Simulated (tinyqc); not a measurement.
Stretching all distances: RHF, UHF, MP2, CISD and CCSD against full CI in the 6-31g basis, for H2, spin multiplicity 1. Computed by the program tinyqc with PySCF. 

Geometry (angstrom):
```
atom       x       y       z
H     0.0000  0.0000  0.0000
H     0.0000  0.0000  0.6770
```

All coordinates are multiplied by the scale. c0^2 is the weight of the RHF determinant in the lowest singlet FCI state (UHF is spin-contaminated and may lie near states of higher spin) and n(LUMO) the first natural occupation beyond the occupied space.

Full CI energy (hartree) and errors against it (kcal/mol):
```
scale   distance 1-2 (angstrom)     E(FCI)      RHF      UHF      MP2    CISD    CCSD  <S^2> UHF    c0^2  n(LUMO)
0.9900                   0.6702  -1.147225  14.6801  14.6801   4.2505  0.0000  0.0000     0.0000  0.9878   0.0184
1.2000                   0.8124  -1.149236  16.7025  16.7025   5.2998  0.0000  0.0000     0.0000  0.9827   0.0296
1.4000                   0.9478  -1.134340  19.0213  19.0213   6.6335  0.0000  0.0000     0.0000  0.9754   0.0452
1.6100                   1.0900  -1.112852  22.0846  22.0846   8.4958  0.0000  0.0000     0.0000  0.9641   0.0684
1.8200                   1.2321  -1.090675  25.9462  25.6190  10.9064  0.0000  0.0000     0.1135  0.9481   0.1005
2.0200                   1.3675  -1.071120  30.4525  25.3379  13.7475  0.0000  0.0000     0.4047  0.9277   0.1411
2.2300                   1.5097  -1.053220  36.0881  22.0690  17.3002  0.0000  0.0000     0.6073  0.9002   0.1953
2.4300                   1.6451  -1.039010  42.2884  17.9518  21.1723  0.0000  0.0000     0.7354  0.8685   0.2577
2.6400                   1.7873  -1.027063  49.5690  13.6629  25.6248  0.0000  0.0000     0.8252  0.8303   0.3327
```

UHF parts from RHF first at scale 1.82 of those listed, where <S^2> leaves zero. The weight c0^2 goes from 0.99 to 0.83 and n(LUMO) from 0.02 to 0.33: static correlation grows as the bonds break into open-shell fragments. The spread of the error along the curve, which distorts its shape, is CISD 0.0, CCSD 0.0, UHF 12.0, MP2 21.4, RHF 34.9 kcal/mol. With two electrons CISD and CCSD are exact.
